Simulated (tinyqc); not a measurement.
Frequency dispersion of an accumulation capacitance by border traps, distributed model: one step of the calculation.

Traps spread evenly through the insulator exchange electrons with the semiconductor by tunnelling, with tau(x) = t0 exp(2 ka x) at depth x from the interface. The admittance per area Y seen at depth x obeys dY/dx = -Y^2/(i w eps0 eox) + q Nb ln(1 + i w tau)/tau, with Y(0) = i w Cs and w = 2 pi f; the gate sees Y(tox) = G + i w C. Working variable y = Y/(i w), in uF/cm^2. Cox = eps0 eox/tox.

Problem. Midpoint steps through the active depth. In terms of y: dy/dx = -y^2/(eps0 eox) + s(x), s = q Nb ln(1 + z)/z, z = i w tau. 10 midpoint steps of h = xe/10: y_half = y + (h/2) y'(x, y), y(new) = y + h y'(x + h/2, y_half).

Values chosen for this exercise; permittivity close to that of aluminium oxide:
```
symbol,value,unit,meaning
eox,8.08,,relative permittivity of the insulator
Cs,1.6,uF/cm^2,semiconductor capacitance in accumulation
Nb,3.3e19,cm^-3 eV^-1,density of border traps
ka,3.2,1/nm,decay constant of the wave function in the insulator
t0,2e-11,s,time constant of a trap at the interface
f,1e6,Hz,frequency
xe,2.2,nm,depth down to which the steps are taken
```

Constants: q = 1.602176634e-19 C, eps0 = 8.8541878128e-14 F/cm where lengths are in cm. Results are converted to the units shown.

Find: x; s; y.

Solution.

```
point	x (nm)	s (uF/(cm^2 nm))	y (uF/cm^2)
0	0	0.52872-0.00003i	1.6000+0.0000i
1	0.22000	0.52872-0.00014i	1.6357+0.0000i
2	0.44000	0.52872-0.00056i	1.6681-0.0001i
3	0.66000	0.52871-0.00227i	1.6972-0.0003i
4	0.88000	0.52850-0.00927i	1.7235-0.0013i
5	1.1000	0.52514-0.03753i	1.7469-0.0051i
6	1.3200	0.47820-0.13322i	1.7651-0.0204i
7	1.5400	0.25932-0.21053i	1.7542-0.0597i
8	1.7600	0.07928-0.12344i	1.6946-0.0896i
9	1.9800	0.02041-0.04872i	1.6192-0.0971i
10	2.2000	0.00505-0.01646i	1.5448-0.0939i
```

Numbers from tinyqc (`OMP_NUM_THREADS=1 python tinyqc.py 2202043 2202044 out.jsonl`; about 0.4 s on one thread of a shared Intel Xeon 2.30GHz).
